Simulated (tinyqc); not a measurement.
# Hot electrons in a saturated n-channel MOSFET, lucky-electron model: effects of single changes

Beyond pinch-off the lateral field grows as Esat cosh(y/l) over the velocity-saturated region (pseudo-two-dimensional model). Impact ionisation in this region gives the substrate current, which biases the body forward through Rsub. Currents are per width. Local-field laws: they overstate ionisation when the field peak is narrower than an energy relaxation length.

Inputs (values chosen for the exercise); values close to those of silicon n-channel devices: channel length L = 1.2 um; oxide thickness tox = 30 nm; junction depth xj = 350 nm; threshold VT = 0.77 V; effective mobility mu = 410 cm^2/(V s); saturation velocity vs = 9.9e6 cm/s; ionisation prefactor Ai = 2e6 1/cm; ionisation field Bi = 1.72 MV/cm; resistance of the lightly doped drain Rd = 400 ohm um; substrate resistance Rsub = 5400 ohm um; fall of VT per volt of forward body bias kb = 0.38; lifetime exponent m = 3.1; lifetime constant Hl = 950 s uA/um; drain voltage Vd = 4.9 V; gate voltage Vg = 2.5 V.

Constants: eps0 = 8.8541878128e-14 F/cm where lengths are in cm. Results are converted to the units shown.

Each table varies one quantity; the others keep the values above.

## Effect of the drain voltage

Cox = 3.9 eps0/tox, l = sqrt(3 tox xj), Esat = 2 vs/mu. Overdrive g = Vg - VT + kb Vb; Vdsat = g Esat L/(g + Esat L); Id = Cox vs (g - Vdsat); dV = Vd - Id Rd - Vdsat; Em = sqrt((dV/l)^2 + Esat^2); Isub = Id (Ai/Bi) l Em exp(-Bi/Em). Vb = Rsub Isub is solved self-consistently. Lifetime tau = (Hl/Id)(Isub/Id)^(-m); 1 year = 3.15576e7 s.

Effect of the drain voltage:
```
Vd (V)	Id (uA/um)	Em (MV/cm)	Isub (uA/um)	Isub/Id	tau (years)
3	45.32	0.1047	7.234e-6	1.596e-7	7.813e14
3.36	45.32	0.1231	9.838e-5	2.171e-6	2.393e11
3.71	45.32	0.1414	6.927e-4	1.528e-5	5.639e8
4.07	45.32	0.1607	0.003368	7.432e-5	4.186e6
4.43	45.32	0.1801	0.01200	2.647e-4	8.159e4
4.79	45.32	0.1997	0.03399	7.499e-4	3235
5.14	45.33	0.2189	0.07924	0.001748	234.6
5.5	45.34	0.2387	0.1659	0.003660	23.73
```

As Vd goes from 3 to 5.5 V, Em rises from 0.105 to 0.239 MV/cm, Isub rises from 7.23e-6 to 0.166 uA/um and tau falls from 7.81e14 to 23.7 years. The slope of ln(tau) against 1/Vd is 227 V between the first two rows and 180 V between the last two. For Vd = 3 to 4.79 V tau is a far extrapolation that only says that hot carriers are no limit.

## Effect of the resistance of the lightly doped drain

Same model as above.

Effect of the resistance of the lightly doped drain:
```
Rd (ohm um)	Id (uA/um)	Em (MV/cm)	Isub (uA/um)	Isub/Id	tau (years)
0	45.33	0.2067	0.04711	0.001039	1175
150	45.33	0.2064	0.04633	0.001022	1238
300	45.33	0.2060	0.04555	0.001005	1305
500	45.33	0.2055	0.04454	9.826e-4	1399
800	45.33	0.2047	0.04304	9.497e-4	1555
1200	45.33	0.2038	0.04112	9.072e-4	1792
1600	45.33	0.2028	0.03926	8.662e-4	2068
```

As Rd goes from 0 to 1600 ohm um, Em falls from 0.207 to 0.203 MV/cm, Isub falls from 0.0471 to 0.0393 uA/um and tau rises from 1180 to 2070 years. From the first row to the last, log10(tau) changes by 0.25: 0.25 from (Isub/Id)^(-m), which holds Em and l, and under 0.005 from 1/Id. The price is 0.0725 V dropped over Rd in the last row. In every row tau is a far extrapolation that only says that hot carriers are no limit.

## Effect of the oxide thickness

Same model as above.

Result of one run:
```
tox (nm)	Id (uA/um)	Em (MV/cm)	Isub (uA/um)	Isub/Id	tau (years)
26	52.30	0.2200	0.08902	0.001702	220.8
```

What becomes of these results when the oxide thickness tox is changed from 26 to 39 nm, all else the same?

Result of the changed run:
```
tox (nm)	Id (uA/um)	Em (MV/cm)	Isub (uA/um)	Isub/Id	tau (years)
39	34.86	0.1821	0.01183	3.394e-4	4.909e4
```

The whole series:
```
tox (nm)	Id (uA/um)	Em (MV/cm)	Isub (uA/um)	Isub/Id	tau (years)
17	80.07	0.2690	0.5587	0.006977	1.818
21	64.78	0.2433	0.2318	0.003578	17.81
26	52.30	0.2200	0.08902	0.001702	220.8
32	42.49	0.1996	0.03277	7.712e-4	3163
39	34.86	0.1821	0.01183	3.394e-4	4.909e4
48	28.33	0.1656	0.003780	1.335e-4	1.091e6
60	22.66	0.1498	0.001020	4.502e-5	3.962e7
```

As tox goes from 17 to 60 nm, Em falls from 0.269 to 0.150 MV/cm, Isub falls from 0.559 to 0.00102 uA/um and tau rises from 1.82 to 3.96e7 years. From the first row to the last, log10(tau) changes by 7.3: 6.8 from (Isub/Id)^(-m), which holds Em and l, and 0.55 from 1/Id. For tox = 32 to 60 nm tau is a far extrapolation that only says that hot carriers are no limit.

Computed by the program tinyqc: `OMP_NUM_THREADS=1 python tinyqc.py 2550085 2550086 out.jsonl`, one thread of a shared Intel Xeon 2.30GHz, about 0.01 s for the whole run.
